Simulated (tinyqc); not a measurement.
## One level from two frequencies

Problem. A single interface trap level in an MOS capacitor has the conductance Gp/w = Cit w tau/(1 + w^2 tau^2), w = 2 pi f. Find tau and Cit.

Gp/w at f = 87000 and 6.5e5 Hz (nF/cm^2): [26.372092, 22.934568]

Answer. w/(Gp/w) = 1/(Cit tau) + (tau/Cit) w^2 is linear in w^2; the two coefficients give tau and Cit.

tau = 7.334e-7 s
Cit = 76.35 nF/cm^2

Computed by the program tinyqc: `OMP_NUM_THREADS=1 python tinyqc.py 2030060 2030061 out.jsonl`, one thread of a shared Intel Xeon 2.30GHz, about 0.01 s for the whole run.
